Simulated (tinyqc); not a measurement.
X-ray photoelectron analysis of a thin oxide on a semiconductor: attenuation lengths, thickness, angle series and band offsets: one step, computed by the program tinyqc.

The same element is seen in the oxide and in the substrate, at nearly the same kinetic energy; films are flat and uniform, and the work function is ignored.

Task: Band offsets by core levels. Valence band offset = (E_core - E_v)(substrate) - (E_core - E_v)(oxide) + (core level separation at the interface, oxide less substrate). The separation is made here from the given offset; a uniform field F that raises the binding energy towards the surface shifts the oxide peak by e F <z>, <z> = d/(1 - exp(-x)) - d/x, x = d/(L_o cos theta), being the mean distance from the interface. Conduction band offset = oxide gap - substrate gap - valence band offset.

Inputs (values chosen for the exercise, modelled on SiO2 on 4H-SiC):
```
quantity,value,unit
oxide gap,8.98,eV
substrate gap,3.26,eV
oxide thickness d,0.68,nm
valence band offset used to make the data,2.8,eV
"core level less valence band top, substrate",98.95,eV
"core level less valence band top, thick oxide",98.37,eV
field in the oxide,0.96,MV/cm
```

d/(L_o cos theta) = 0.2039059

Give: separation without field; <z>; separation with field; apparent valence band offset; true conduction band offset; apparent conduction band offset.

Result:

separation without field = 2.22 eV

<z> = 0.3515 nm

separation with field = 2.254 eV

apparent valence band offset = 2.834 eV

true conduction band offset = 2.92 eV

apparent conduction band offset = 2.886 eV

The field biases both offsets by 0.034 eV, in opposite directions.
